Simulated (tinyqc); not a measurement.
Switching kinetics of a ferroelectric film and the memory window of a ferroelectric gate stack: one step, computed by the program tinyqc.

Fields in MV/cm; 1 microcoulomb/cm^2 over eps_0 is 11.29409 MV/cm. In the stack (metal, ferroelectric, interlayer, channel) the channel is taken as a conductor.

Task: Memory window. Saturated branches: P(E) = P_s tanh[(E -/+ E_c)/(2 delta)], delta = E_c/ln[(1 + P_r/P_s)/(1 - P_r/P_s)]; D = P + eps_0 eps_F E. At threshold the channel charge is negligible, so D = 0 on each branch: (1 - s) P(E) + eps_0 eps_F E = 0, with the screened share s. The rising branch has the root E0 between 0 and E_c; window = 2 E0 t_F; its upper bound is 2 E_c t_F.

Inputs (values chosen for the exercise, for a model hafnia-based film):
```
quantity,value,unit
saturation polarisation P_s,31,microcoulomb/cm^2
ratio P_r/P_s,0.84,-
coercive field E_c,1.2,MV/cm
permittivity of the ferroelectric eps_F,39,-
thickness t_F,9.4,nm
share s of P screened by trapped charge,0.55,-
```

delta = 0.4913307 MV/cm

Give: field E0; memory window; bound 2 E_c t_F; fixed-charge estimate 2 (1 - s) P_r t_F/(eps_0 eps_F).

Result:

field E0 = 0.9615 MV/cm

memory window = 1.808 V

bound 2 E_c t_F = 2.256 V

fixed-charge estimate 2 (1 - s) P_r t_F/(eps_0 eps_F) = 6.380 V

Charge and coercive field both limit the window.
